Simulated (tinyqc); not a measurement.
Inside a calculation. Method: extended Hueckel theory, for H6. One step of it, computed by the program tinyqc.

Question. Wolfsberg-Helmholz matrix. H_ij = K' S_ij (H_ii + H_jj)/2 for i != j (the diagonal keeps H_ii), with K' = K + D^2 + D^4 (1 - K), D = (H_ii - H_jj)/(H_ii + H_jj), K = 1.5.

overlap S, lower triangle:
```
          1H 1s     2H 1s     3H 1s     4H 1s     5H 1s     6H 1s
1H 1s  1.000000
2H 1s  0.647305  1.000000
3H 1s  0.171771  0.489890  1.000000
4H 1s  0.049664  0.171771  0.647305  1.000000
5H 1s  0.007957  0.031978  0.171771  0.489890  1.000000
6H 1s  0.001765  0.007957  0.049664  0.171771  0.647305  1.000000
```

diagonal H_ii (eV): 1H 1s -13.600000, 2H 1s -13.600000, 3H 1s -13.600000, 4H 1s -13.600000, 5H 1s -13.600000, 6H 1s -13.600000

K = 1.500000

Give: H.

Answer.

H (eV), lower triangle:
```
          1H 1s     2H 1s     3H 1s     4H 1s     5H 1s     6H 1s
1H 1s  -13.6000
2H 1s  -13.2050  -13.6000
3H 1s   -3.5041   -9.9938  -13.6000
4H 1s   -1.0132   -3.5041  -13.2050  -13.6000
5H 1s   -0.1623   -0.6523   -3.5041   -9.9938  -13.6000
6H 1s   -0.0360   -0.1623   -1.0132   -3.5041  -13.2050  -13.6000
```
